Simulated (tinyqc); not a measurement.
## Doping from two capacitances

Inverse problem. An abrupt p-n junction obeys 1/C^2 = 2 (Vbi - V)/(q eps0 eps_r Ne), Ne = Na Nd/(Na + Nd), Vbi = Vt ln(Na Nd/ni^2), V the bias of the p side. Na is known to be the larger doping. Find Ne, Vbi, Na and Nd.

Values chosen for this exercise: temperature T = 300 K; relative permittivity eps_r = 11.9.

Constants: q = 1.602176634e-19 C, kB = 1.380649e-23 J/K, Vt = kB T/q, eps0 = 8.8541878128e-14 F/cm where lengths are in cm. Results are converted to the units shown.

C at V = -0.7 and -6.2 V (nF/cm^2): 80.594437  38.367314
ni = 1.3020713e10 cm^-3

Solution. The slope of 1/C^2 against -V gives Ne and its intercept Vbi. Then Na Nd = ni^2 exp(Vbi/Vt) and Na + Nd = Na Nd/Ne, so both are roots of one quadratic.

Ne = 1.240e17 cm^-3
Vbi = 0.9117 V
Na = 2.700e18 cm^-3
Nd = 1.300e17 cm^-3

tinyqc, about 0.02 s, one thread, Intel Xeon 2.30GHz (shared host): `OMP_NUM_THREADS=1 python tinyqc.py 2000002 2000003 out.jsonl`
